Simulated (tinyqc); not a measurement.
Conduction-band offset of an n-N heterojunction from carrier-profile moments: two steps of the calculation.

Layer 1 (x < 0) accumulates electrons and layer 2 (x > 0) is depleted. Boltzmann statistics. The bands bend down by V1 in layer 1 and up by V2 in layer 2, with V1 + V2 = VD = dE + Vt ln[(N2/Nc2)/(N1/Nc1)].

Parameters, values chosen for the exercise; values of the order of III-V alloys:
- T = 350 K (temperature)
- eps_r = 12.3 (relative permittivity of both layers)
- Nc1 = 2.2e17 cm^-3 (density of states of the narrow-gap layer 1)
- Nc2 = 6.6e17 cm^-3 (density of states of the wide-gap layer 2)
- dE = 0.25 eV (conduction-band offset)
- N1 = 1.8e15 cm^-3 (donor density in layer 1)
- N2 = 1.8e16 cm^-3 (donor density in layer 2)
- si = 5.7e10 cm^-2 (fixed charge at the interface)

Constants: q = 1.602176634e-19 C, kB = 1.380649e-23 J/K, Vt = kB T/q, eps0 = 8.8541878128e-14 F/cm where lengths are in cm. Results are converted to the units shown.

Question 1. Division of the diffusion potential. Sheet densities from the first integral: Q1 = sqrt((2 eps0 eps_r Vt N1/q)(exp(u1) - u1 - 1)) extra electrons, Q2 = sqrt((2 eps0 eps_r Vt N2/q)(exp(-u2) + u2 - 1)) missing ones, u = V/Vt; neutrality Q1 = Q2 + si. Q1 - Q2 rises steadily with V1, so V1 follows by bisection.

Give: VD; V1; V2; Q1; n at x = 0-; n at x = 0+.

Answer 1.

VD = 0.28631 V
V1 = 0.13146 V
V2 = 0.15485 V
Q1 = 2.3180e11 cm^-2
n at x = 0- = 1.4069e17 cm^-3
n at x = 0+ = 1.0606e14 cm^-3

n drops across the interface by 1330 = (Nc1/Nc2) exp(dE/Vt).

Question 2. Offset from the moments. A C-V profile smears n(x) but keeps its zeroth and first moments: si = -int (N - n) dx, VD = (q/(eps0 eps_r)) int (N - n) x dx, dE = VD - Vt ln[(N2/Nc2)/(N1/Nc1)]. Use the trapezoidal rule on each side.

```
left point  -x (nm)  n in layer 1 (cm^-3)
0                 0            1.40690e17
1              2.47            1.08439e17
2                15            4.23008e16
3              42.9            1.37273e16
4              90.7            5.50215e15
5               162            3.02362e15
6               260            2.19026e15
7               389            1.90605e15
8               550            1.82277e15
9               747            1.80357e15
```

```
right point  x (nm)  n in layer 2 (cm^-3)
0                 0            1.06058e14
1              19.2            4.64480e14
2              47.2            2.28910e15
3              79.9            7.02176e15
4               116            1.26083e16
5               155            1.60180e16
6               197            1.73970e16
7               240            1.78286e16
8               286            1.79559e16
9               333            1.79890e16
```

Wanted: si; VD; dE.

Answer 2.

si = 8.712e10 cm^-2
VD = 0.2861 V
dE = 0.2498 eV

On these few points dE comes out -0.16 meV from the true 0.25 eV, and si misses by 3.0e10 cm^-2, 13 % of Q1.

Numbers from tinyqc (`OMP_NUM_THREADS=1 python tinyqc.py 2410062 2410063 out.jsonl`; about 0.08 s on one thread of a shared Intel Xeon 2.30GHz).
